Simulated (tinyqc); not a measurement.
# Bandgap voltage reference from two bipolar transistors: output against temperature

Two transistors of area 1 and N carry the same current I. Is(T) = Is (T/T0)^eta exp[(Vg0 q/kB)(1/T0 - 1/T)], VBE1 = Vt ln(I/Is(T)) + I rb, VBE2 = Vt ln(I/(N Is(T))) + I rb/N. The amplifier forces I R1(T) = VBE1 - VBE2 + Vos, with R(T) = R (1 + tc (T - T0)) for both resistors, and the output is Vref = VBE1 + I R2(T). Base currents and the Early effect are neglected.

Vt = kB T/q; I = (Vt ln N + Vos)/(R1(T) - rb (1 - 1/N)).

Inputs (values chosen for the exercise); values of the order met in silicon bipolar transistors:
- T0 = 298 K (reference temperature)
- Vg0 = 1.156 V (band-gap voltage extrapolated to 0 K)
- eta = 4.3 (temperature exponent of the saturation current)
- Is = 6.2e-16 A (saturation current of the unit transistor at T0)
- N = 4 (area ratio of the second transistor)
- R1 = 8.3 kohm (resistor across which the difference of VBE falls, at T0)
- tc = 0 ppm/K (temperature coefficient of both resistors)
- Vos = 0 mV (offset of the amplifier)
- rb = 140 ohm (series resistance of the unit transistor)
- R2 = 149.2 kohm (output resistor at T0)

Constants: q = 1.602176634e-19 C, kB = 1.380649e-23 J/K. Results are converted to the units shown.

Output against temperature:
```
T (K)	I (uA)	VBE1 (V)	I R2 (V)	Vref (V)	Vref - Vref(T0) (mV)	dVref/dT (uV/K)
218	3.178	0.7560	0.4741	1.230	-0.7290	55.87
233	3.397	0.7241	0.5068	1.231	-0.03446	36.95
253	3.688	0.6811	0.5503	1.231	0.4671	13.53
273	3.980	0.6377	0.5938	1.231	0.5186	-8.105
298	4.344	0.5828	0.6481	1.231	0	-33.02
323	4.708	0.5273	0.7025	1.230	-1.116	-55.93
348	5.073	0.4712	0.7569	1.228	-2.782	-77.13
373	5.437	0.4147	0.8113	1.226	-4.960	-96.86
398	5.802	0.3577	0.8656	1.223	-7.615	-115.3
423	6.166	0.3002	0.9200	1.220	-10.72	-132.6
```

VBE1 falls by 2.22 mV/K on average and I R2 rises by 2.17 mV/K. The slope of Vref vanishes at T = 265 K. Between 233 and 398 K Vref spans 8.16 mV, or 40.3 ppm/K by the box method (span over the average over T, over 165 K).

Numbers from tinyqc (`OMP_NUM_THREADS=1 python tinyqc.py 2062130 2062131 out.jsonl`; about 0.02 s on one thread of a shared Intel Xeon 2.30GHz).
